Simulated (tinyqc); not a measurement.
# Pillar capacitor in an array: capacitance, non-linearity, leakage and relaxation: effects of single changes

A film between two metal electrodes, each interface adding a series capacitance ci. The small-signal permittivity is ek (1 + aq E^2); the field is found with the linear permittivity. Leakage J = J0 sinh(E/Ef). After a voltage step the film passes a relaxation current kr C V tt^(-nr), tt being the time in seconds. The sidewall is a coaxial capacitor with radii a = dm/2 and b = dm/2 + t, depth AR dm; the end face is left out.

Parameters, values chosen for the exercise; permittivity of the order of that of zirconium oxide: relative permittivity of the film ek = 34; film thickness t = 15 nm; capacitance of each electrode interface (dead layer and screening) ci = 150 uF/cm^2; quadratic field coefficient of the permittivity aq = 0.0064 cm^2/MV^2; bias V = 0.8 V; exponent of the relaxation current nr = 0.943; strength of the relaxation kr = 0.00066; leakage prefactor J0 = 7.9e-11 A/cm^2; field for an e-fold rise of the leakage Ef = 0.46 MV/cm; aspect ratio, depth over diameter AR = 30; pitch of the square array pt = 200 nm; resistivity of the inner electrode rho = 200 uohm cm; duration of the write pulse t0 = 1e-7 s.

Constants: eps0 = 8.8541878128e-14 F/cm where lengths are in cm. Results are converted to the units shown.

Each table varies one quantity; the others keep the values above.

## Capacitance, non-linearity and leakage against thickness

Planar film: Cf = eps0 ek/t, 1/C = 1/Cf + 2/ci, EOT = 3.9 eps0/C, effective permittivity C t/eps0, E = (V/t) C/Cf; quadratic coefficient [C(V)/C - 1]/V^2 with Cf (1 + aq E^2) in C(V).

Result of one run:
```
t (nm),C (uF/cm^2),EOT (nm),effective permittivity,E (MV/cm),quadratic coefficient (ppm/V^2),J (A/cm^2)
2.5,10.38,0.3328,29.30,2.757,6.507e4,1.584e-8
```

What becomes of these results when the film thickness t is changed from 2.5 to 8.2 nm, all else the same?

Result of the changed run:
```
t (nm),C (uF/cm^2),EOT (nm),effective permittivity,E (MV/cm),quadratic coefficient (ppm/V^2),J (A/cm^2)
8.2,3.500,0.9866,32.41,0.9301,8245,2.931e-10
```

The whole series:
```
t (nm),C (uF/cm^2),EOT (nm),effective permittivity,E (MV/cm),quadratic coefficient (ppm/V^2),J (A/cm^2)
2.5,10.38,0.3328,29.30,2.757,6.507e4,1.584e-8
3.7,7.340,0.4705,30.67,1.951,3.424e4,2.742e-9
5.5,5.101,0.6769,31.69,1.356,1.711e4,7.503e-10
8.2,3.500,0.9866,32.41,0.9301,8245,2.931e-10
12,2.427,1.423,32.90,0.6451,4026,1.508e-10
18,1.636,2.111,33.26,0.4347,1849,8.629e-11
27,1.099,3.143,33.50,0.2920,839.9,5.358e-11
40,0.7451,4.634,33.66,0.1980,388.2,3.507e-11
60,0.4984,6.928,33.77,0.1324,174.3,2.306e-11
```

C falls from 10.4 to 0.498 uF/cm^2 while the effective permittivity goes from 29.3 to 33.8 (ek = 34). EOT is a straight line in t with slope 3.9/ek = 0.115 and intercept 0.0460 nm. The quadratic coefficient goes as t^(-1.64) between the first two rows and t^(-1.98) between the last two (-2 without interfaces), and J falls by 2.84 decades. For t = 2.5, 3.7 direct tunnelling, left out, would add to the leakage.

## Cell against the diameter of the pillar

Per length 1/c = ln(b/a)/(2 pi eps0 ek) + (1/a + 1/b)/(2 pi ci); cell capacitance c AR dm; per footprint over pt^2; fields c V/(2 pi eps0 ek r) at r = a and b; resistance of the inner electrode rho AR dm/(pi a^2); time constant R C/3 of the distributed line. The pitch is scaled as pt dm/(120 nm).

Cell against the diameter of the pillar:
```
dm (nm),cell capacitance (fF),per footprint (uF/cm^2),field at a (MV/cm),field at b (MV/cm),R (kohm),R C/3 (ps)
70,10.84,79.64,0.6238,0.4367,1.091,3.944
93,18.38,76.49,0.5991,0.4530,0.8214,5.032
130,34.59,73.69,0.5772,0.4690,0.5876,6.777
170,57.80,72.00,0.5640,0.4794,0.4494,8.659
220,95.11,70.74,0.5541,0.4876,0.3472,11.01
300,174.0,69.58,0.5450,0.4954,0.2546,14.77
```

What does the comparison show?

As dm goes from 70 to 300, the cell capacitance rises from 10.8 to 174 fF, the capacitance per footprint falls from 79.6 to 69.6 uF/cm^2, the ratio of the two fields falls from 1.43 to 1.10 and R C/3 rises from 3.94 to 14.8 ps; the time constant goes as dm^(0.86) between the first two rows and dm^(0.95) between the last two.

## Charge lost after writing

Planar film: Cf = eps0 ek/t, 1/C = 1/Cf + 2/ci, EOT = 3.9 eps0/C, effective permittivity C t/eps0, E = (V/t) C/Cf. A capacitor written for t0 and then left open loses, as a share of C V, kr (tt^(1 - nr) - t0^(1 - nr))/(1 - nr) by relaxation and J tt/(C V) by leakage; both are taken as small, and rows far outside that range are left out.

The same in every row: leakage current (nA/cm^2) = 0.1094.

Results:
```
tt (s),relaxation current (nA/cm^2),loss by relaxation (%),loss by leakage (%),total loss (%)
1e-6,4.696e5,0.06480,6.997e-9,0.06480
1e-5,5.354e4,0.1387,6.997e-8,0.1387
0.0001,6105,0.2229,6.997e-7,0.2229
0.001,696.1,0.3190,6.997e-6,0.3190
0.01,79.38,0.4285,6.997e-5,0.4286
0.1,9.051,0.5534,6.997e-4,0.5541
1,1.032,0.6959,0.006997,0.7029
100,0.01342,1.043,0.6997,1.743
1000,0.001530,1.255,6.997,8.251
```

Estimate the missing row, tt = 10 s.

Computed row:
```
tt (s),relaxation current (nA/cm^2),loss by relaxation (%),loss by leakage (%),total loss (%)
10,0.1177,0.8583,0.06997,0.9282
```

With this row back in the table: The two currents are equal at tt = 10.8 s. The loss by relaxation grows from 0.0648 to 1.25 %, by 0.0739 points over the first decade and 0.211 over the last, while the loss by leakage grows tenfold a decade. Leakage is the larger loss for tt = 1000 s.

Computed by the program tinyqc: `OMP_NUM_THREADS=1 python tinyqc.py 2102077 2102078 out.jsonl`, one thread of a shared Intel Xeon 2.30GHz, about 0.01 s for the whole run.
